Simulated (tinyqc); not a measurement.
Inside a calculation: pair of shallow donors (hydrogen-like orbitals). Values are carried at full precision from step to step, so a last printed digit may differ when a step is redone from the rounded ones.

Each donor has the orbital exp(-r/a); energy unit Ha* = q/(eps a), q = e^2/(4 pi eps0), so that a lone donor is bound by Ha*/2; x = R/a. One electron: S = (1 + x + x^2/3) exp(-x), j = 1/x - (1 + 1/x) exp(-2x), k = (1 + x) exp(-x); levels E(+/-) = -1/2 - (j +/- k)/(1 +/- S) in Ha*, without the repulsion of the ions, split by D = |E(-) - E(+)|. In six valleys the overlaps S and k are multiplied by v = [cos(K Rx) + cos(K Ry) + cos(K Rz)]/3, K = k0 (2 pi/a_lat), for isotropic envelopes and the symmetric valley state.

Constants: e^2/(4 pi eps0) = 14.39964547 eV angstrom; hbar = 6.58211957e-16 eV s.

Values chosen for the exercise (near those of two donors in Si; the results hold for these values, not for the real material):
```
symbol  value       unit        meaning
a       20          angstrom    orbital radius
eps     11.7                    dielectric constant
n       (24, 0, 0)  a_lat       separation vector
a_lat   5.431       angstrom    lattice constant
k0      0.858       2 pi/a_lat  valley position
dV      2.6         D           detuning between the donors, in units of D
```

## Distance and integrals

Give Ha*, R, x, S, j, k and v.

Ha* = 61.537 meV
R = 130.34 angstrom
x = 6.5172

S, j, k: [0.03203, 0.15344, 0.01111]

v = 0.3875

## One electron on two donors

Give both levels, the splitting D = |E(-) - E(+)| and the tunnelling frequency D/(2 pi hbar).

E(+), E(-) (meV): [-40.356, -40.061]

D = 0.2954 meV
frequency = 71.44 GHz

The second ion deepens the mean level by 9.44 meV, against Ha*/x = 9.44 meV for a point charge. Without the valley factor D would be 0.763 meV; v is positive, so the even combination lies lower.

## Detuning by a gate

Two-level picture for one electron: with detuning u = dV D the splitting is sqrt(D^2 + u^2) and the lower state has weight (1 + u/sqrt(D^2 + u^2))/2 on the lower donor; the field needed is u/(e R), 1 meV/angstrom = 100 kV/cm.

splitting = 0.8230 meV
weight = 0.967
field = 0.589 kV/cm

## Two electrons and exchange

Two electrons, Heitler-London: with S' = (1 - x + x^2/3) exp(x), C = 1/x - exp(-2x)(1/x + 11/8 + 3x/4 + x^2/6), X = (1/5){exp(-2x)(25/8 - 23x/4 - 3x^2 - x^3/3) + (6/x)[S^2 (0.5772157 + ln x) + S'^2 Ei(-4x) - 2 S S' Ei(-2x)]}, Q = C - 2j + 1/x and A = X - 2 S k + S^2/x, the singlet and triplet lie at (Q +/- w A)/(1 +/- w S^2) from two lone donors, with the valley weight w = v^2; the exchange is J = triplet - singlet.

Give C, X, Q, A and J.

C, X, Q, A (Ha*): [0.1534, 0.0003619, -2.443e-05, -0.0001924]

J = 3.55 micro-eV

A swap of the two spins takes pi hbar/J = 0.582 ns (hbar = 6.58212e-16 eV s). Against the one-electron splitting D = 0.295 meV, J/D = 0.012: exchange needs both electrons to tunnel and falls as exp(-2x), D as exp(-x).

## Checks

- Heitler-London binding at x = 1.6425 against the known 0.1160 hartree: both 0.1160.
- Overlap S by quadrature in spheroidal coordinates against the formula: both 0.03203.

Computed by tinyqc, a small Python program: `OMP_NUM_THREADS=1 python tinyqc.py 1280226 1280227 out.jsonl` (the numbers bound the seed that draws the inputs); one thread of a shared host (Intel(R) Xeon(R) Processor @ 2.30GHz), about 0.01 s for the whole set of steps.
